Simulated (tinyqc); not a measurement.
What moves the results: tunnelling through a thin dielectric with one trap, as a tight-binding chain. A value that a table varies takes the place of the one given here.

Hopping -t everywhere, t = c/(m a^2), c = hbar^2/2m0; lead sites at 2t (band bottom 0), barrier sites 1 to N at 2t + phi, and site j has U besides. No voltage. Leads give S = -t exp(ika) on sites 1 and N, cos(ka) = 1 - E/(2t). T = (2 t sin(ka))^2 |G_1N|^2, G = (E - H - S)^-1. In the barrier cosh(q a) = 1 + (phi - E)/(2t).

Resonance: the lowest eigenvalue of H + S(E), iterated until its real part equals E (40 rounds from Eb = phi + 2t - sqrt(4t^2 + U^2), the level in an endless barrier). With v the normalised squared amplitudes of that state, Gamma_L = 2 t sin(ka) v_1, Gamma_R = 2 t sin(ka) v_N; Breit-Wigner T = Gamma_L Gamma_R/((E - Er)^2 + (Gamma_L + Gamma_R)^2/4).

Constants: hbar^2/2m0 = 3.80998211 eV angstrom^2.

Parameters, chosen for this exercise (barrier and mass of the size used for Si3N4 on silicon; shifted at random, so the results belong to these values and not to a real crystal): a = 2 angstrom (site spacing); m = 0.48 m0 (mass, the same in leads and barrier); phi = 2.18 eV (conduction edge of the barrier above that of the leads); N = 7 (barrier sites); j = 4 (site of the trap); U = -2.91 eV (extra energy on the trap site); E = 1.35 eV (electron energy).

## Transmission around the level

Er = 1.23386 eV

widths (meV): left 29.620, right 29.620

Energies Er + x (Gamma_L + Gamma_R).

T:

| x | E (eV) | chain | Breit-Wigner | no trap |
|---|---|---|---|---|
| -8.0 | 0.7599 | 0.000957 | 0.00389 | 3.86e-05 |
| -3.0 | 1.0561 | 0.0164 | 0.0270 | 0.000133 |
| -1.0 | 1.1746 | 0.171 | 0.200 | 0.000219 |
| -0.5 | 1.2042 | 0.463 | 0.500 | 0.000249 |
| 0.0 | 1.2339 | 0.998 | 1.00 | 0.000282 |
| 0.5 | 1.2635 | 0.553 | 0.500 | 0.000321 |
| 1.0 | 1.2931 | 0.243 | 0.200 | 0.000365 |
| 3.0 | 1.4116 | 0.0467 | 0.0270 | 0.000620 |
| 8.0 | 1.7078 | 0.0162 | 0.00389 | 0.00261 |

At Er the chain gives 0.998, 3.53e+03 times the value without trap, and Breit-Wigner 1.00. In the wings the single pole gives 4.07 times the chain value at x = -8 and 0.24 times at x = 8, because the widths and the level shift change with energy.

## Where a trap does most harm

The trap is moved through the barrier. The area under the resonance, 2 pi Gamma_L Gamma_R/(Gamma_L + Gamma_R), sets the current through it.

Against position:

| j | Er (eV) | Gamma_L (meV) | Gamma_R (meV) | peak | area (meV) |
|---|---|---|---|---|---|
| 3 | 1.2386 | 118 | 7.84 | 0.233 | 46.2 |
| 4 | 1.2339 | 29.6 | 29.6 | 1.00 | 93.1 |
| 5 | 1.2386 | 7.84 | 118 | 0.233 | 46.2 |

The area is largest at j = 4 (93.1 meV) and 2.01 times smaller at j = 3: the slower of the two steps limits the current, so traps in the middle carry most. Each site towards a lead multiplies its width by about 4.00, close to exp(2 q a) = 3.89 at Eb.

## Direct against trap-assisted paths

N odd, the trap in the middle, j = (N + 1)/2. Direct T is that without trap at the energy Er; area = 2 pi Gamma_L Gamma_R/(Gamma_L + Gamma_R). The exponents are the slopes of the logarithms between the last two rows, per angstrom.

Against thickness:

| N | N a (angstrom) | Er (eV) | direct T | area (meV) |
|---|---|---|---|---|
| 5 | 10.0 | 1.2425 | 0.00434 | 385 |
| 7 | 14.0 | 1.2339 | 0.000282 | 93.1 |
| 9 | 18.0 | 1.2293 | 1.83e-05 | 23.3 |
| 11 | 22.0 | 1.2280 | 1.20e-06 | 5.93 |
| 13 | 26.0 | 1.2276 | 7.89e-08 | 1.52 |
| 15 | 30.0 | 1.2275 | 5.20e-09 | 0.390 |
| 17 | 34.0 | 1.2275 | 3.43e-10 | 0.100 |

exponents (1/angstrom): direct 0.6797, through the trap 0.3399

The direct path falls as exp(-0.680 d) and the path through a central trap as exp(-0.340 d), 2.00 times more slowly, since each step crosses half the layer. From 5 to 17 sites the first loses 7.1 decades and the second 3.6: in thicker layers even few traps rule the leakage. Inelastic capture with phonons is left out.

## What each parameter does

Resonance and log10 T at E. Each row changes one parameter from the base and keeps the others.

Results:

| case | Er (eV) | Gamma_L (meV) | Gamma_R (meV) | log10 T |
|---|---|---|---|---|
| base | 1.2339 | 29.62 | 29.62 | -1.055 |
| m = 0.442 m0 | 1.2994 | 39.24 | 39.24 | -0.355 |
| phi = 2.28 eV | 1.3352 | 29.36 | 29.36 | -0.077 |
| N = 8 | 1.2317 | 29.28 | 7.521 | -1.622 |
| j = 3 | 1.2386 | 118.4 | 7.840 | -1.083 |
| U = -2.823 eV | 1.2867 | 31.75 | 31.75 | -0.606 |

The largest shifts from the base row, up to three for each result and ties (the steps differ in size, so this ranks the rows, not the parameters). Er (eV): phi +0.1014, m +0.0655, U +0.0528. Gamma_L (meV): j +88.8, m +9.62, U +2.13. Gamma_R (meV): N -22.1, j -21.8, m +9.62. log10 T: phi +0.978, m +0.700, N -0.567.

(tinyqc, `OMP_NUM_THREADS=1 python tinyqc.py 1452623 1452624 out.jsonl`, Intel(R) Xeon(R) Processor @ 2.30GHz, 1 thread, shared host, about 0.04 s.)
